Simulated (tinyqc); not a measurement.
# Critical temperature from a phonon spectrum: McMillan, Allen-Dynes and the linearised Eliashberg equation, step by step

A worked calculation. Computed by tinyqc, a small Python program that keeps every step. Command: `OMP_NUM_THREADS=1 python tinyqc.py 3006307 3006308 out.jsonl eliashberg walk`. One thread of a shared host (Intel(R) Xeon(R) Processor @ 2.30GHz), about 0.02 s of CPU time with the checks. Intermediate numbers are printed to about 6 digits and carried at full precision; extremes and crossings named in words are read from the listed rows.

alpha^2 F(omega) = sum_i (lambda_i omega_i/2) delta(omega - omega_i), so that lambda = 2 int alpha^2 F/omega d omega = sum_i lambda_i.

Inputs (values chosen for the exercise, for a model metal):

| quantity | value | unit |
|---|---|---|
| peak energy omega_1 | 16.6 | meV |
| coupling lambda_1 | 0.414 | - |
| peak energy omega_2 | 45.7 | meV |
| coupling lambda_2 | 0.486 | - |
| Coulomb pseudopotential mu* | 0.08 | - |
| trial temperature | 22.7 | K |
| Matsubara points N in the small matrix | 5 | - |

Peaks in alpha^2 F: two.

Constants: k_B = 8.617333262e-05 eV/K.

## Moments of the spectrum

omega_log = exp(sum lambda_i ln omega_i / lambda); omega_rms = sqrt(sum lambda_i omega_i^2 / lambda).

lambda = 0.9

omega_log = 28.6817 meV

omega_rms = 35.4195 meV

## McMillan and Allen-Dynes

McMillan form: k_B T_c = (omega_log/1.2) exp[-1.04 (1 + lambda)/(lambda - mu* (1 + 0.62 lambda))]. Allen-Dynes multiplies it by f1 f2: f1 = [1 + (lambda/L1)^(3/2)]^(1/3), L1 = 2.46 (1 + 3.8 mu*); f2 = 1 + (omega_rms/omega_log - 1) lambda^2/(lambda^2 + L2^2), L2 = 1.82 (1 + 6.3 mu*) omega_rms/omega_log.

T_c, McMillan form = 21.6897 K

f1 = 1.04727

f2 = 1.01555

T_c, Allen-Dynes = 23.0681 K

The two corrections raise T_c by 6.4 %.

## The small kernel at the trial temperature

Linearised Eliashberg equation at omega_n = (2n + 1) pi k_B T, n = 0..N-1: lambda(j) = sum_i lambda_i omega_i^2/(omega_i^2 + (2 pi j k_B T)^2); K_mn = lambda(m - n) + lambda(m + n + 1) - 2 mu*(N) - delta_mn [2m + 1 + lambda(0) + 2 sum_(j=1..m) lambda(j)], with 1/mu*(N) = 1/mu* + ln(omega_rms/omega_N), omega_N = (2N + 1) pi k_B T. T_c is where the largest eigenvalue rho of K is zero.

lambda(j), j = 0, 1, ...: 0.900000  0.720625  0.506608  0.364140  0.267651  0.201213  0.154819  0.121808  0.097809  0.079976

mu*(N) = 0.0843621

K:
```
         1        2        3         4         5
1  -0.4481   1.0585   0.7020    0.4631    0.3001
2   1.0585  -4.2458   0.8196    0.5391    0.3502
3   0.7020   0.8196  -7.4220    0.7067    0.4597
4   0.4631   0.5391   0.7067  -10.2297    0.6497
5   0.3001   0.3502   0.4597    0.6497  -12.8068
```

## Largest eigenvalue of the small kernel

K is the kernel of the linearised Eliashberg equation on the Matsubara points omega_n = (2n + 1) pi k_B T; T_c is where its largest eigenvalue rho is zero. Diagonalise K; at rho = 0 the eigenvector c is the gap function Delta_n/omega_n up to a factor; away from it Delta_n/Delta_0 = (2n + 1) c_n/c_0 is only an estimate.

largest eigenvalue rho = -0.00226084

Delta_n/Delta_0: 1.00000  0.86446  0.67904  0.50668  0.35883

rho < 0: in this small matrix the trial temperature lies above T_c.

## Critical temperature from the full kernel

N is the smallest integer at or above 8 omega_max/(2 pi k_B T_AD), omega_max the highest peak and T_AD the Allen-Dynes value.

N used = 30

T_c, Eliashberg = 21.9058 K

k_B T_c/omega_log = 0.0658155

Allen-Dynes/Eliashberg = 1.05306

McMillan/Eliashberg = 0.990134

## Scaling the whole coupling

All lambda_i are multiplied by s. The last column is the large-lambda limit for mu* = 0, k_B T_c = 0.1827 omega_rms sqrt(lambda).

T_c (K):

| s | lambda | McMillan | Allen-Dynes | Eliashberg | large-lambda limit |
|---|---|---|---|---|---|
| 0.6 | 0.54 | 6.8780 | 7.0740 | 6.4368 | 55.183 |
| 0.8 | 0.72 | 14.3702 | 15.0140 | 14.0139 | 63.720 |
| 1.0 | 0.90 | 21.6897 | 23.0681 | 21.9058 | 71.241 |
| 1.3 | 1.17 | 31.1384 | 34.1111 | 33.0564 | 81.227 |
| 1.7 | 1.53 | 40.8740 | 46.7385 | 46.4007 | 92.887 |
| 2.3 | 2.07 | 51.0920 | 62.4857 | 63.7277 | 108.042 |
| 3.2 | 2.88 | 60.7467 | 81.9509 | 85.1599 | 127.440 |

McMillan/Eliashberg runs from 1.07 at lambda = 0.54 to 0.71 at 2.88: the exponential form levels off at large lambda, while the true T_c keeps rising (exponent 0.88 between the last rows, tending to 1/2). Allen-Dynes stays within about 10 % over the table. The last row reaches 67 % of the mu* = 0 limit; with mu* above zero T_c stays below that line at any lambda.

## Isotope exponent

T_c ~ M^(-a). All omega_i scale as M^(-1/2) at fixed lambda, but mu* = mu/(1 + mu ln(E_F/omega)) changes: d mu*/d ln omega = mu*^2. In the McMillan form a = (1/2) [1 - 1.04 (1 + lambda)(1 + 0.62 lambda) mu*^2/(lambda - mu* (1 + 0.62 lambda))^2].

isotope exponent a = 0.483613

The exponent is close to the BCS value 1/2.

Checks made by the program: one-point kernel at mu* = 0: rho = lambda(1) - 1 (relative difference below 1e-10); T_c against the Allen-Dynes fit (relative difference 5e-02).
